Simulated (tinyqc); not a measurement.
Trap and transport parameters from the curve.

Question. A layer shows an ohmic current q n0 mu V/L, then a square law (9/8) th eps0 eps_r mu V^2/L^3 above Vx = 8 q n0 L^2/(9 th eps0 eps_r), and trap filling at V_TFL = q Nt L^2/(2 eps0 eps_r). th = y/(1 + y), y = (Nc/Nt) exp(-Et/kB T). The square-law current at V is given. Find th, n0, Nt and Et.

Parameters, values chosen for the exercise: temperature T = 300 K; relative permittivity eps_r = 12.6; mobility mu = 0.31 cm^2/(V s); thickness L = 1300 nm; band density of states Nc = 8e20 cm^-3; voltage V = 3.4 V.

Constants: q = 1.602176634e-19 C, kB = 1.380649e-23 J/K, Vt = kB T/q, eps0 = 8.8541878128e-14 F/cm where lengths are in cm. Results are converted to the units shown.

Mott-Gurney J = 6.6897368e-5 A/cm^2
Vx = 0.23107108 V
V_TFL = 54.608512 V

Solution. The square law gives th, Vx gives n0, V_TFL gives Nt, and th with Nt gives Et.

th = 3.268e-5
n0 = 3.500e9 cm^-3
Nt = 4.500e16 cm^-3
Et = 0.5200 eV

Numbers from tinyqc (`OMP_NUM_THREADS=1 python tinyqc.py 2370079 2370080 out.jsonl`; about 0.01 s on one thread of a shared Intel Xeon 2.30GHz).
